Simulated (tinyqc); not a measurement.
# Charge-trap memory cell: threshold shift against programming time

Channel, tunnel oxide, storage layer, blocking layer, gate. N electrons per area sit in a sheet at the centroid and shift the threshold by U = (q/eps0) N (tb/eb + xc tn/en). EOT = t1 + 3.9 (tn/en + tb/eb); tunnel field F = (Vg - U)/EOT; dN/dt = eta (J/q)(1 - N/Nm). Fowler-Nordheim: J = A F^2 exp(-B/F), A = q^2/(16 pi^2 hbar mo phi) (times 1e14 for A/cm^2 with F in V/nm, emitter mass m0), B = (4/3) sqrt(mo/C) phi^1.5, C = hbar^2/(2 m0).

The rate equation is integrated from N = 0 to the digits shown; blocking field (3.9 F + q N/eps0)/eb.

Parameters, values chosen for the exercise; oxide values close to those of silicon dioxide, storage layer close to silicon nitride, blocking layer close to silicon dioxide:
```
symbol,value,unit,meaning
phi,3.12,eV,tunnel barrier
mo,0.48,m0,tunnelling mass
t1,5.1,nm,tunnel oxide (permittivity 3.9)
tn,5.6,nm,storage layer
en,7.1,,its relative permittivity
tb,5.4,nm,blocking layer
eb,3.9,,its relative permittivity
xc,0.3,,"charge centroid, share of tn counted from the blocking side"
eta,0.94,,capture efficiency of an empty layer
Nm,1.2e13,cm^-2,trap density
Vg,17.5,V,gate voltage less flat band and surface potential
```

Constants: q = 1.602176634e-19 C, hbar = 1.054571817e-34 J s, m0 = 9.1093837015e-31 kg, eps0 = 8.8541878128e-14 F/cm where lengths are in cm, hbar^2/(2 m0) = 0.0380998212 eV nm^2. Results are converted to the units shown.

Threshold shift against programming time:
```
t (s)	N/Nm	U (V)	F (V/nm)	blocking field (V/nm)
1.4e-7	0.01817	0.06397	1.284	1.294
6.4e-7	0.07125	0.2508	1.271	1.310
2.9e-6	0.2072	0.7296	1.235	1.351
1.3e-5	0.4101	1.444	1.183	1.411
5.8e-5	0.6178	2.175	1.129	1.473
0.00026	0.7973	2.807	1.082	1.526
0.0012	0.9327	3.284	1.047	1.566
0.0052	0.9945	3.501	1.031	1.585
0.024	1.000	3.520	1.030	1.586
0.11	1.000	3.520	1.030	1.586
```

U rises from 0.0640 to 3.52 V, by 0.000 V a decade at the end. The traps are 100 % full, so filling caps the shift at 3.52 V. The blocking field reaches 15.9 MV/cm, where electrons may escape to the gate, which the model leaves out.

Range of the model: The Fowler-Nordheim form needs F t1 above phi; trap-assisted paths and leakage through the blocking layer are left out.

tinyqc, about 0.04 s, one thread, Intel Xeon 2.30GHz (shared host): `OMP_NUM_THREADS=1 python tinyqc.py 2130038 2130039 out.jsonl`
